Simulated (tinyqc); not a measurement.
Full law against its linear and parabolic limits: Deal-Grove kinetics of thermal oxidation of silicon. Computed by tinyqc, a small Python program. Command: `OMP_NUM_THREADS=1 python tinyqc.py 3031448 3031449 out.jsonl oxide walk`. One thread of a shared host (Intel(R) Xeon(R) Processor @ 2.30GHz), about 0.03 s of CPU time with the checks.

Oxidant diffuses through the oxide and reacts at the interface, so that dx/dt = B/(A + 2x) for the oxide thickness x.

Inputs (values chosen for the exercise, close to those used for silicon): prefactor B0 = 744 um^2/h; activation energy E_B = 1.24 eV; prefactor (B/A)0 = 4.05e+06 um/h; activation energy E_A = 2 eV; temperature T = 925 C; oxidant pressure p = 0.25 atm; pressure exponent m of B/A = 0.78; initial oxide x_i = 0.025 um; time t = 5.9 h.

Ambient: dry oxygen. Surface: (100).

Constants: k_B = 8.617333262e-05 eV/K.

Method:
- B = B0 p exp(-E_B/(k_B T)), B/A = (B/A)0 p^m exp(-E_A/(k_B T)), p in atm; A = B/(B/A).
- Temperatures in kelvin are T(C) + 273.15.
- tau = (x_i^2 + A x_i)/B and x = (A/2) [sqrt(1 + 4 B (t + tau)/A^2) - 1], the root of x^2 + A x = B (t + tau).
- Silicon consumed is 0.44 times the oxide grown; the rate is B/(A + 2x).
- Linear limit x = (B/A)(t + tau); parabolic limit x = sqrt(B (t + tau)).

tau = 5.25873 h

length A = 0.213036 um

parabolic constant B = 0.00113162 um^2/h

linear constant B/A = 0.00531188 um/h

Thickness (um):
```
t (h)     full  linear limit  parabolic limit    2x/A
0.05   0.02521       0.02820          0.07751  0.2367
0.1    0.02543       0.02846          0.07787  0.2387
0.25   0.02607       0.02926          0.07895  0.2448
0.5    0.02713       0.03059          0.08073  0.2547
1      0.02923       0.03325          0.08416  0.2745
2      0.03334       0.03856          0.09063  0.3130
4      0.04121       0.04918          0.10236  0.3869
8      0.05581       0.07043          0.12249  0.5239
16     0.08164       0.11292          0.15510  0.7664
32     0.12480       0.19791          0.20534  1.1717
```

Both limits lie above the full result, since each drops one resistance. The linear law overshoots by 12 % in the first row and 59 % in the last, the parabolic law by 210 % and 65 %. The linear law is the better one in every row, as 2x/A stays below 1.24.
